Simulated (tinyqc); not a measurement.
## Series resistance and mobility from two gate lengths

Question. At small Vds the total resistance times width is 2 Rs + L/(mu Q), with the same mu and Q at both lengths. Find mu and Rs.

total resistance at L = 30 and 120 nm (ohm um): [320.20202, 380.80808]
Q = 1.35 uC/cm^2

Answer. The slope against L is 1/(mu Q), and the intercept at L = 0 is 2 Rs.

mu = 1.10e3 cm^2/(V s)
Rs = 150 ohm um

Program tinyqc, `OMP_NUM_THREADS=1 python tinyqc.py 2380102 2380103 out.jsonl`; Intel Xeon 2.30GHz, shared host, one thread, about 0.01 s.
